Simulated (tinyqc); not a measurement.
What the excited states change: donors on two lattice sites with valley-orbit split states.

Each donor binds at most one electron, in any of its states. For a site s, W_s = sum over its states of g exp(E/kT), and the ionised share is 1/(1 + W_s exp(eta)), eta = (EF - Ec)/kT; n = Nc F_1/2(eta); neutrality n + NA = ND x (mean ionised share, the two sites in equal numbers); holes are neglected. Nc from N = 2 (m kB T/(4 pi c))^(3/2) with c = hbar^2/2m0, in 1/angstrom^3; times 1e24 for 1/cm^3, m = md. F_j(eta) = (1/Gamma(j + 1)) integral_0^infinity x^j dx/(1 + exp(x - eta)), which tends to exp(eta) for eta << 0.

Constants: hbar^2/2m0 = 3.80998211 eV angstrom^2; kB = 8.617333262e-05 eV/K.

Inputs chosen for the exercise (near those of nitrogen in 4H-SiC; the results hold for these values, not for the real material): md = 0.809 m0 (density-of-states mass of the conduction band); E = (59.8, 52.1, 128, 85.7) meV (binding energies of h ground, h excited, k ground, k excited); g = (2, 4, 2, 4) (their degeneracies with spin); ND = 4.9e+18 1/cm^3 (donors, half on each site); NA = 0 1/cm^3 (compensating acceptors, all ionised).

The last columns keep only the ground state of each site (g = 2).

Results:
```
T (K)  effective degeneracy, h site    eta  n (1/cm^3)  n, ground states only  ratio
40                             2.43  -8.61    1.62e+14               1.78e+14  0.908
60                             2.90  -6.11    3.61e+15               4.35e+15  0.830
80                             3.31  -4.95    1.78e+16               2.28e+16  0.779
110                            3.78  -4.08    6.81e+16               9.29e+16  0.733
150                            4.20  -3.54    1.85e+17               2.62e+17  0.705
200                            4.56  -3.25    3.82e+17               5.46e+17  0.699
250                            4.80  -3.11    6.09e+17               8.59e+17  0.709
300                            4.97  -3.05    8.50e+17               1.18e+18  0.723
400                            5.20  -3.02    1.34e+18               1.79e+18  0.748
500                            5.35  -3.06    1.81e+18               2.36e+18  0.765
```

The effective degeneracy grows from 2.43 to 5.35. Excited states hold electrons back, so the ratio is never above 1; it is lowest, 0.699, at 200 K of those listed, and 0.723 at 300 K. At low T the excited states empty out, and at high T more donors are ionised (n is 37 % of ND - NA in the last row), so the effect is largest in between.

tinyqc: `OMP_NUM_THREADS=1 python tinyqc.py 1652220 1652221 out.jsonl`; about 0.01 s, one thread, shared Intel(R) Xeon(R) Processor @ 2.30GHz.
